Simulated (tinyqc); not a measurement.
# Lateral field, substrate current, probability of reaching the oxide barrier and hot-carrier lifetime of a silicon transistor (pseudo-two-dimensional and lucky-electron models), step by step

A worked calculation. Computed by tinyqc, a small Python program that keeps every step. Command: `OMP_NUM_THREADS=1 python tinyqc.py 3021357 3021358 out.jsonl hotcar walk`. One thread of a shared host (Intel(R) Xeon(R) Processor @ 2.30GHz), about 0.01 s of CPU time with the checks. Intermediate numbers are printed to about 5 digits and carried at full precision; extremes and crossings named in words are read from the listed rows.

Local-field models: a lucky carrier gains its energy at the peak field over a path free of collisions. Voltages are magnitudes.

Inputs (values chosen for the exercise, modelled on a silicon p-channel):

| quantity | value | unit |
|---|---|---|
| channel length L | 260 | nm |
| oxide thickness t | 5.9 | nm |
| junction depth x_j | 42 | nm |
| mobility mu | 120 | cm^2/(V s) |
| saturation velocity v_s | 0.73 | 1e7 cm/s |
| threshold voltage V_T | 0.71 | V |
| gate voltage V_G | 1.1 | V |
| drain voltage V_D | 2.2 | V |
| ionisation prefactor A_i | 7.5e+06 | 1/cm |
| ionisation field B_i | 3.83 | MV/cm |
| hot-carrier mean free path lambda | 5 | nm |
| oxide barrier phi_b | 4.6 | eV |
| interface-trap threshold phi_it | 4.5 | eV |
| lifetime constant H | 10 | s microampere/micrometre |

Drain: abrupt.

Constants: eps_0 = 8.8541878128e-12 F/m.

## Saturation point and current

C_ox = 3.9 eps_0/t; F_sat = 2 v_s/mu; V_Dsat = V_ov F_sat L/(V_ov + F_sat L), V_ov = V_G - V_T; I_D/W = C_ox v_s (V_ov - V_Dsat).

F_sat = 121.67 kV/cm

V_Dsat = 0.34720 V

drain current I_D/W = 18.288 microampere/micrometre

## Peak lateral field

Scale length l = 0.22 t^(1/3) x_j^(1/2) (all in cm); F_m = sqrt(((V_D - V_Dsat)/l_e)^2 + F_sat^2), with l_e = l; length of the velocity-saturated region l_e ln((V_D - V_Dsat)/(l_e F_sat) + F_m/F_sat).

scale length l = 37.815 nm

peak field F_m = 504.84 kV/cm

velocity-saturated length = 79.459 nm

energy gained over one free path, e lambda F_m = 0.25242 eV

The field rises from F_sat to F_m as cosh(x/l_e), a factor 4.1, over 31 % of L. Caution: the empirical formula for l was fitted to oxides of about 15 nm or more; for thinner ones it is an extrapolation. Caution: e V_D is below phi_b or phi_it, so the available energy, not the field, limits hot carriers, and the lucky-electron formulas overstate them.

## Hot-carrier currents and lifetime

Substrate current I_sub/I_D = (A_i/B_i)(V_D - V_Dsat) exp(-B_i/F_m); probability of reaching the oxide barrier exp(-phi_b/(e lambda F_m)); lifetime tau = (H/(I_D/W)) exp(phi_it/(e lambda F_m)).

I_sub/I_D = 0.0018404

substrate current I_sub/W = 0.033659 microampere/micrometre

probability of reaching phi_b = 1.2181e-08

lifetime tau = 3.0207e+07 s

exponent m = phi_it/(e lambda B_i) = 2.3499

Since both exponentials depend on 1/F_m, tau I_D scales about as (I_sub/I_D)^(-m) with m = 2.35, which lets I_sub serve as the monitor. The lifetime is 0.0957 times ten years (3.156e8 s).

## Substrate current against gate voltage

The formulas are those given above.

At the given drain voltage:

| V_G (V) | V_Dsat (V) | I_D/W (microampere/micrometre) | F_m (kV/cm) | I_sub/W (microampere/micrometre) | tau (s) |
|---|---|---|---|---|---|
| 0.80 | 0.0875 | 1.06 | 571.73 | 0.005422 | 6.4514e+07 |
| 0.88 | 0.1613 | 3.70 | 552.67 | 0.014464 | 3.1882e+07 |
| 1.00 | 0.2656 | 10.40 | 525.80 | 0.027051 | 2.6090e+07 |
| 1.20 | 0.4243 | 28.08 | 485.09 | 0.036362 | 4.0668e+07 |
| 1.40 | 0.5664 | 52.79 | 448.79 | 0.033210 | 9.6989e+07 |
| 1.70 | 0.7540 | 100.82 | 401.27 | 0.020436 | 5.4589e+08 |
| 1.90 | 0.8647 | 138.98 | 373.48 | 0.012788 | 2.1010e+09 |
| 2.20 | 1.0129 | 203.84 | 336.67 | 0.005434 | 1.9965e+10 |
| 2.40 | 1.1015 | 251.43 | 314.94 | 0.002829 | 1.0243e+11 |

I_sub peaks at V_G = 1.2 V, 0.55 V_D: a higher gate voltage brings more carriers but raises V_Dsat and so lowers F_m. The shortest lifetime among the rows lies at V_G = 1 V, below that of the largest I_sub, since tau depends more steeply on the field.

## Extrapolating accelerated tests

V_10 solves tau = 3.156e8 s at the given V_G. The extrapolation fits ln(tau) against 1/V_D at 1, 1.08, 1.16 and 1.25 times the given V_D (rounded to 3 digits) by least squares and reads off the same tau.

Stress points:

| V_D (V) | 1/V_D (1/V) | tau (s) |
|---|---|---|
| 2.20 | 0.45455 | 3.0207e+07 |
| 2.38 | 0.42017 | 6.7528e+06 |
| 2.55 | 0.39216 | 2.0229e+06 |
| 2.75 | 0.36364 | 6.0180e+05 |

ten-year drain voltage V_10 = 1.9703 V

V_10 from the 1/V_D extrapolation = 1.9639 V

The extrapolation is 6 mV below the true value: ln(tau) is nearly linear in 1/(V_D - V_Dsat), not in 1/V_D, so the straight line errs on the safe side when one extrapolates down. At V_10 the available energy e V_D is below phi_it, so the model understates the lifetime there.

Checks made by the program: voltage drop as the integral of F_sat cosh(x/l_e) over the saturated length (relative difference below 1e-10).
